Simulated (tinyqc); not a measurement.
# Long-channel MOSFET, surface-potential model: what changes with what

n-channel transistor on a uniformly doped p-type body, gradual-channel approximation, constant mobility, Boltzmann statistics, full ionisation. Potentials are counted from the neutral body; V is the electron quasi-Fermi potential, Vsb at the source and Vsb + Vds at the drain. Charges are magnitudes per area.

Parameters, values chosen for the exercise; material values close to those of gallium arsenide: temperature T = 325 K; band gap Eg = 1.4 eV; relative permittivity of the semiconductor eps_r = 12.8; conduction-band density of states at T Nc = 4.93e17 cm^-3; valence-band density of states at T Nv = 1.01e19 cm^-3; acceptor density of the body Na = 7.8e16 cm^-3; relative permittivity of the gate insulator eox = 7.39; insulator thickness tox = 40 nm; flat-band voltage Vfb = -1.14 V; channel mobility mu = 190 cm^2/(V s); gate width W = 1 um; gate length L = 2 um; source-body reverse bias Vsb = 2 V; gate-source voltage Vgs = 2.41 V; drain-source voltage Vds = 0.2 V.

Constants: q = 1.602176634e-19 C, kB = 1.380649e-23 J/K, Vt = kB T/q, eps0 = 8.8541878128e-14 F/cm where lengths are in cm. Results are converted to the units shown.

Each table varies one quantity; the others keep the values above.

## Transfer curve from weak to strong inversion

ni = sqrt(Nc Nv) exp(-Eg/(2 Vt)), Eg in volts; phiF = Vt ln(Na/ni); Cox = eps0 eox/tox; gamma = sqrt(2 q eps0 eps_r Na)/Cox. The surface potential psi at channel potential V solves Vgs + Vsb - Vfb - psi = gamma sqrt(G), G = psi - Vt + Vt exp((psi - 2 phiF - V)/Vt). Charge sheet: Qi = Cox gamma [sqrt(G) - sqrt(psi - Vt)]; I = mu (W/L) [integral of Qi dpsi from psi_0 to psi_L (drift) + Vt (Qi0 - QiL) (diffusion)], with psi_0 at V = Vsb and psi_L at V = Vsb + Vds. Pao-Sah: Qi(V) = (Cox gamma/2) integral from 3 Vt to psi of exp((u - 2 phiF - V)/Vt)/sqrt(G(u, V)) du, and I = mu (W/L) integral of Qi dV from Vsb to Vsb + Vds. Square law: VT = Vfb + 2 phiF + gamma sqrt(2 phiF + Vsb), m = 1 + gamma/(2 sqrt(2 phiF + Vsb)), I = mu Cox (W/L) [(Vgs - VT) v - m v^2/2] with v the smaller of Vds and (Vgs - VT)/m, and zero below VT. gm = dI/dVgs of the charge-sheet current.

Results:

| Vgs (V) | I, charge sheet (uA) | I, Pao-Sah (uA) | drift share (%) | gm/I (1/V) | I, square law (uA) |
|---|---|---|---|---|---|
| 1.72 | 1.982e-5 | 1.992e-5 | 0.06281 | 27.43 | 0 |
| 1.9 | 0.002591 | 0.002604 | 7.128 | 25.60 | 0 |
| 2.07 | 0.07150 | 0.07200 | 52.42 | 13.13 | 0.1429 |
| 2.25 | 0.3688 | 0.3719 | 77.91 | 6.103 | 0.6376 |
| 2.42 | 0.7949 | 0.8017 | 87.84 | 3.363 | 1.166 |
| 2.6 | 1.291 | 1.302 | 92.11 | 2.185 | 1.725 |
| 2.95 | 2.301 | 2.320 | 95.41 | 1.273 | 2.813 |
| 3.12 | 2.802 | 2.824 | 96.20 | 1.055 | 3.342 |

Estimate the missing row, Vgs = 2.77 V.

Computed row:

| Vgs (V) | I, charge sheet (uA) | I, Pao-Sah (uA) | drift share (%) | gm/I (1/V) | I, square law (uA) |
|---|---|---|---|---|---|
| 2.77 | 1.777 | 1.792 | 94.14 | 1.625 | 2.254 |

With this row back in the table: The charge-sheet current rises from 1.98e-5 to 2.80 uA. In the first row gm/I is 27.4 1/V, a swing of 84.0 mV a decade, against Vt ln 10 = 64.5 mV a decade for an ideal gate; in the last it is 1.06 1/V. Drift passes half of the current at Vgs = 2.07 V among the rows listed (VT = 1.92 V). The charge sheet departs most from Pao-Sah at Vgs = 2.42 V, where it is 0.84 % below it. In the last row the square law is 18 % above Pao-Sah. For Vgs = 2.07 to 3.12 V the surface electron density at the source passes 0.3 Nc, where degeneracy and quantisation, left out here, matter.

## Effect of the acceptor density of the body

VT = Vfb + 2 phiF + gamma sqrt(2 phiF + Vsb), m = 1 + gamma/(2 sqrt(2 phiF + Vsb)). The swing is 20 mV/log10[I(VT - 0.14 V)/I(VT - 0.16 V)] of the charge-sheet current at the given Vds.

Results:

| Na (cm^-3) | gamma (V^0.5) | VT (V) | m | swing (mV/decade) | I at Vgs, Vds (uA) |
|---|---|---|---|---|---|
| 7.8e15 | 0.3254 | 0.5145 | 1.093 | 70.99 | 4.825 |
| 2.7e16 | 0.6053 | 1.088 | 1.170 | 76.18 | 3.153 |
| 4.9e16 | 0.8155 | 1.502 | 1.228 | 80.05 | 1.939 |
| 9.1e16 | 1.111 | 2.075 | 1.310 | 85.50 | 0.3705 |
| 1.7e17 | 1.519 | 2.857 | 1.421 | 93.02 | 1.070e-7 |

Estimate the missing row, Na = 1.4e16 cm^-3.

Computed row:

| Na (cm^-3) | gamma (V^0.5) | VT (V) | m | swing (mV/decade) | I at Vgs, Vds (uA) |
|---|---|---|---|---|---|
| 1.4e16 | 0.4359 | 0.7454 | 1.123 | 73.05 | 4.156 |

With this row back in the table: As Na goes from 7.8e15 to 1.7e17 cm^-3, VT rises from 0.514 to 2.86 V, the swing rises from 71.0 to 93.0 mV a decade and the current falls from 4.83 to 1.07e-7 uA. The swing is 0.75 % above m Vt ln 10 in the first row and 1.5 % above it in the last. The gate voltage is below VT in 1 of the 6 rows. For Na = 7.8e15 to 9.1e16 cm^-3 the surface electron density at the source passes 0.3 Nc, where degeneracy and quantisation, left out here, matter.

## Effect of the source-body reverse bias

Same model as above.

The same in every row: gamma (V^0.5) = 1.029.

Effect of the source-body reverse bias:

| Vsb (V) | VT (V) | m | swing (mV/decade) | I at Vgs, Vds (uA) |
|---|---|---|---|---|
| 0 | 1.205 | 1.467 | 98.09 | 2.742 |
| 0.25 | 1.316 | 1.425 | 94.63 | 2.432 |
| 0.5 | 1.418 | 1.393 | 92.04 | 2.145 |
| 0.75 | 1.513 | 1.367 | 90.01 | 1.879 |
| 1 | 1.602 | 1.346 | 88.37 | 1.629 |
| 1.25 | 1.687 | 1.328 | 87.01 | 1.394 |
| 1.5 | 1.767 | 1.312 | 85.85 | 1.173 |

As Vsb goes from 0 to 1.5 V, VT rises from 1.20 to 1.77 V, the swing falls from 98.1 to 85.8 mV a decade and the current falls from 2.74 to 1.17 uA. The swing is 3.7 % above m Vt ln 10 in the first row and 1.4 % above it in the last. In every row the surface electron density at the source passes 0.3 Nc, where degeneracy and quantisation, left out here, matter.

Computed by the program tinyqc: `OMP_NUM_THREADS=1 python tinyqc.py 2360147 2360148 out.jsonl`, one thread of a shared Intel Xeon 2.30GHz, about 0.07 s for the whole run.
